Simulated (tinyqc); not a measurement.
Shrinking the pitch: stress in a transistor channel from embedded alloy regions, liners and fins, by half-space elasticity. Computed by tinyqc, a small Python program. Command: `OMP_NUM_THREADS=1 python tinyqc.py 3019423 3019424 out.jsonl stressor walk`. One thread of a shared host (Intel(R) Xeon(R) Processor @ 2.30GHz), about 0.01 s of CPU time with the checks.

Plane strain in an isotropic half-space, the same constants everywhere; x along the channel from its centre, y downwards from the free surface; stress is positive in tension.

Inputs (values chosen for the exercise, modelled on silicon):

| quantity | value | unit |
|---|---|---|
| alloy fraction x | 0.59 | - |
| lattice change per unit x, beta | 0.0418 | - |
| Young's modulus E | 161 | GPa |
| Poisson ratio nu | 0.24 | - |
| channel length L | 46 | nm |
| length of each stressor S | 55 | nm |
| recess depth d | 15 | nm |
| depth of the field point y | 3.1 | nm |

Stressor: Si(1-x)Ge(x) source and drain.

Method:
- Misfit e = beta x. A fully constrained inclusion holds the stress -p with p = E e/(1 - 2 nu); a blanket film would hold -E e/(1 - nu) in the plane.
- A line element dA of misfit at (a, c) in the half-space gives, with C = E e/(2 pi (1 - nu)), X = x - a, r1^2 = X^2 + (y - c)^2, r2^2 = X^2 + Y^2, Y = y + c: s_xx = -C dA {[X^2 - (y - c)^2]/r1^4 + 3 [X^2 - Y^2]/r2^4 + 4 y Y (Y^2 - 3 X^2)/r2^6}, s_yy = C dA {[X^2 - (y - c)^2]/r1^4 - [X^2 - Y^2]/r2^4 + 4 y Y (Y^2 - 3 X^2)/r2^6}. These are integrated over two rectangles, L/2 < |a| < L/2 + S, 0 < c < d (closed form in a, 200 Gauss-Legendre points in c).
- L and S are scaled together at fixed d, then S alone, then L alone.

misfit e = 0.024662

S_xx at the centre (MPa):

| scale | L and S scaled | S alone | L alone |
|---|---|---|---|
| 0.35 | -2127.7 | -1315.6 | -3716.1 |
| 0.50 | -2542.3 | -1635.9 | -3438.7 |
| 0.70 | -2553.9 | -1945.9 | -2935.0 |
| 1.00 | -2260.6 | -2260.6 | -2260.6 |
| 1.40 | -1847.2 | -2527.2 | -1626.7 |
| 2.00 | -1402.4 | -2767.0 | -1063.8 |
| 3.00 | -979.9 | -2982.7 | -607.8 |

Halving S alone keeps 0.72 of the stress, halving L alone gives 1.52, and halving both 1.12: a shorter channel brings the walls closer, a shorter stressor brings its far wall, which pulls the other way, closer too. Neighbouring devices are left out. Caution: at such misfit the regions may relax by dislocations, and linear elasticity is rough.
